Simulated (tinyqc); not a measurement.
Deep-level transient spectroscopy: two steps of the calculation.

Schottky contact on an n-type layer with shallow donors Nd (all ionised) and a donor-like deep trap, neutral when filled and positive when empty; depletion approximation. Traps within lam of the depletion edge stay filled. A long pulse to Vp fills the traps beyond x1 = Wp - lam; back at Vr those between x1 and x2 = Wr - lam emit. A rate window reads S = C(t2) - C(t1).

Parameters, values chosen for the exercise; material values close to those of silicon: relative permittivity eps_r = 11.6; conduction-band density of states at 300 K Nc = 2.78e19 cm^-3; shallow donor density Nd = 8.5e16 cm^-3; built-in voltage Vbi = 0.84 V; depth of the trap below the conduction edge Et = 0.23 eV; trap density Nt = 1.6e16 cm^-3; reverse bias Vr = 4.2 V; reverse bias during the filling pulse Vp = 0.4 V; first sampling time t1 = 0.1 ms; second sampling time t2 = 0.4 ms; temperature of the transient T = 165 K.

Constants: q = 1.602176634e-19 C, kB = 1.380649e-23 J/K, eps0 = 8.8541878128e-14 F/cm where lengths are in cm. Results are converted to the units shown.

Task 1. Widths. lam = sqrt(2 eps0 eps_r (EF - ET)/(q Nd)), EF - ET = Et - (kB T/q) ln(Nc(T)/Nd), Nc(T) = Nc (T/300 K)^1.5. In the steady state at the band bending V, 2 eps0 eps_r V/q = Nd W^2 + Nt (W - lam)^2 (the second term only if W > lam). V = Vbi + Vr gives Wr and V = Vbi + Vp gives Wp; x1 = max(Wp - lam, 0).

Give: lam; Wr; Wp; x1; x2; G = (x2^2 - x1^2)/Wr^2.

Result 1.

lam = 49.191 nm
Wr = 260.09 nm
Wp = 131.96 nm
x1 = 82.772 nm
x2 = 210.90 nm
G = (x2^2 - x1^2)/Wr^2 = 0.55624

Task 2. The transient. W(t)^2 = Wr^2 + (Nt/Nd)(x2^2 - x1^2) exp(-en t), C = eps0 eps_r/W; for small Nt, dC/C = -(Nt/2 Nd) G exp(-en t) with G = (x2^2 - x1^2)/Wr^2. S = C(t2) - C(t1).

t, sample 0 to 6 (ms): [0, 0.05, 0.1, 0.25, 0.4, 0.8, 2]
en = 1449.1909 1/s
Wr = 260.09427 nm
G = (x2^2 - x1^2)/Wr^2 = 0.55623866

Find: C; C - C(final); S.

Result 2.

C, sample 0 to 6 (nF/cm^2): [37.571, 37.696, 37.814, 38.124, 38.380, 38.856, 39.376]
C - C(final), sample 0 to 6 (pF/cm^2): [-1918.0, -1792.9, -1675.4, -1364.8, -1109.3, -632.9, -113.4]
S = 566.12 pF/cm^2

Range of the model: With Nt above a tenth of Nd the edge x2 moves during the transient, which this model holds fixed, and the transient is not a plain exponential.

Computed by the program tinyqc: `OMP_NUM_THREADS=1 python tinyqc.py 2050090 2050091 out.jsonl`, one thread of a shared Intel Xeon 2.30GHz, about 0.01 s for the whole run.
